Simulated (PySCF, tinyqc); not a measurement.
Inside a calculation. Method: RHF in the sto-3g basis, for H4, spin multiplicity 1. The lowest restricted solution is unstable here: a spin-polarised one lies 0.0921 hartree lower (PySCF). One step of it, computed by the program tinyqc.

Problem. Iteration 2: building the Fock matrix. J_ij = sum D_kl (ij|kl), K_ij = sum D_kl (ik|jl); F = H + J - 0.5 K; E = tr D H + tr D J / 2 - 0.25 tr D K + E_nn.

D after iteration 1, lower triangle:
```
           1H 1s      2H 1s     3H 1s     4H 1s
1H 1s   1.001774
2H 1s   0.716427   0.565076
3H 1s  -0.027900   0.152525  0.565076
4H 1s  -0.341145  -0.027900  0.716427  1.001774
```

core Hamiltonian H = T + V (hartree), lower triangle:
```
           1H 1s      2H 1s      3H 1s      4H 1s
1H 1s  -1.135092
2H 1s  -0.454217  -1.388936
3H 1s  -0.048355  -0.528903  -1.388936
4H 1s  -0.001829  -0.048355  -0.454217  -1.135092
```

Two-electron integrals (ij|kl) in chemists' order, unique and non-zero (hartree):
```
(11|11) 0.774606   (21|11) 0.147431   (21|21) 0.042317   (22|11) 0.354254
(22|21) 0.147431   (22|22) 0.774606   (31|11) 0.009168   (31|21) 0.003118
(31|22) 0.013482   (31|31) 0.000282   (32|11) 0.074025   (32|21) 0.029738
(32|22) 0.164019   (32|31) 0.003394   (32|32) 0.051228   (33|11) 0.185202
(33|21) 0.068895   (33|22) 0.368249   (33|31) 0.009168   (33|32) 0.164019
(33|33) 0.774606   (41|11) 0.000192   (41|21) 0.000073   (41|22) 0.000371
(41|31) 0.000008   (41|32) 0.000115   (41|33) 0.000371   (41|41) 2.68e-07
(42|11) 0.004635   (42|21) 0.001737   (42|22) 0.009168   (42|31) 0.000210
(42|32) 0.003394   (42|33) 0.013482   (42|41) 0.000008   (42|42) 0.000282
(43|11) 0.040427   (43|21) 0.014045   (43|22) 0.068895   (43|31) 0.001737
(43|32) 0.029738   (43|33) 0.147431   (43|41) 0.000073   (43|42) 0.003118
(43|43) 0.042317   (44|11) 0.122580   (44|21) 0.040427   (44|22) 0.185202
(44|31) 0.004635   (44|32) 0.074025   (44|33) 0.354254   (44|41) 0.000192
(44|42) 0.009168   (44|43) 0.147431   (44|44) 0.774606
```

nuclear repulsion = 1.59671813 hartree

Give: Coulomb J; exchange K; Fock matrix F; total energy of this density.

Solution.

Coulomb J (hartree), lower triangle:
```
        1H 1s   2H 1s   3H 1s   4H 1s
1H 1s  1.4945
2H 1s  0.3999  1.5447
3H 1s  0.0346  0.4341  1.5447
4H 1s  0.0010  0.0346  0.3999  1.4945
```

exchange K (hartree), lower triangle:
```
         1H 1s   2H 1s   3H 1s   4H 1s
1H 1s   1.0116
2H 1s   0.5201  0.7721
3H 1s   0.0797  0.3086  0.7721
4H 1s  -0.0328  0.0797  0.5201  1.0116
```

Fock matrix F (hartree), lower triangle:
```
         1H 1s    2H 1s    3H 1s    4H 1s
1H 1s  -0.1464
2H 1s  -0.3143  -0.2303
3H 1s  -0.0536  -0.2491  -0.2303
4H 1s   0.0156  -0.0536  -0.3143  -0.1464
```

total energy of this density = -1.820934 hartree
